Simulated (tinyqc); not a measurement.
Worked calculation: standing waves and exposure in a photoresist film. Values are carried at full precision from step to step, so a last printed digit may differ when a step is redone from the rounded ones.

Normal incidence from air. Unexposed resist: N1 = n1 + i k1 with k1 = (A + B) lam/(4 pi), lam in micrometres. r01 = (1 - N1)/(1 + N1), t01 = 2/(1 + N1). Below the resist lie the layer Na = na + i ka and the substrate Ns = ns + i ks: r12 = (r1a + ras x)/(1 + r1a ras x), x = exp(4 pi i Na da/lam), r1a = (N1 - Na)/(N1 + Na), ras = (Na - Ns)/(Na + Ns). With p = exp(2 pi i N1 d/lam), the field at depth z is E(z) = t01 [exp(2 pi i N1 z/lam) + r12 p^2 exp(-2 pi i N1 z/lam)]/(1 + r01 r12 p^2), the relative intensity I(z) = n1 |E(z)|^2 and the reflectance R = |(r01 + r12 p^2)/(1 + r01 r12 p^2)|^2.

Parameters, chosen for this exercise (a resist on Si, indices near tabulated ones; the results hold for these values, not for the real material): lam = 365 nm (vacuum wavelength); n1 = 1.693 (resist index); A = 0.25 1/micrometre (bleachable absorption (Dill A)); B = 0.06 1/micrometre (fixed absorption (Dill B)); d = 764 nm (resist thickness); ns = 6.644 (substrate n); ks = 2.693 (substrate k); na = 1.792 (n of the bottom antireflection layer); ka = 0.338 (its k); da = 73 nm (its thickness); C = 0.026 cm^2/mJ (exposure rate (Dill C)); D = 15 mJ/cm^2 (incident dose); Ld = 20 nm (diffusion length of the post-exposure bake).

## Interface coefficients

Form N1, r01, t01 and r12.

N1 = 1.69300+0.00900i
r01 = -0.2573-0.0025i
t01 = 0.7427-0.0025i
r12 = -0.0130+0.1615i
|r12|^2 = 0.0263

Next to the bottom the intensity swings by a factor ((1 + |r12|)/(1 - |r12|))^2 = 1.92 between antinode and node; without the layer |r12|^2 would be 0.4129.

## Round trip and reflectance

Form p^2, the denominator and R; the period of the standing wave is lam/(2 n1).

p^2 = 0.6731+0.4119i
1 + r01 r12 p^2 = 1.0196-0.0264i
R = 0.1161
period = 107.80 nm

The film holds 7.09 periods.

## Intensity and exposure over the lowest period

Nine depths from d - period to d. Without bleaching during the exposure the share of unexposed compound is m = exp(-C D I).

Profile:
```
z (nm)      I      m
656.2   0.732  0.752
669.7   0.896  0.705
683.2   0.973  0.684
696.6   0.916  0.700
710.1   0.757  0.744
723.6   0.587  0.795
737.1   0.504  0.822
750.5   0.555  0.805
764.0   0.709  0.759
```

I runs from 0.504 to 0.973 on these points, so m runs from 0.684 to 0.822; the least exposed point listed lies 26.9 nm above the bottom.

## Smoothing by the bake

Gaussian diffusion of length Ld multiplies a cosine of period L by exp(-2 pi^2 Ld^2/L^2). Give that factor, and the Ld that leaves 10 %.

factor = 0.507
Ld for 10 % = 36.82 nm

## Checks

- R against the transfer-matrix product: both 0.11613.

Computed by tinyqc, a small Python program: `OMP_NUM_THREADS=1 python tinyqc.py 1681030 1681031 out.jsonl` (the numbers bound the seed that draws the inputs); one thread of a shared host (Intel(R) Xeon(R) Processor @ 2.30GHz), about 0.01 s for the whole set of steps.
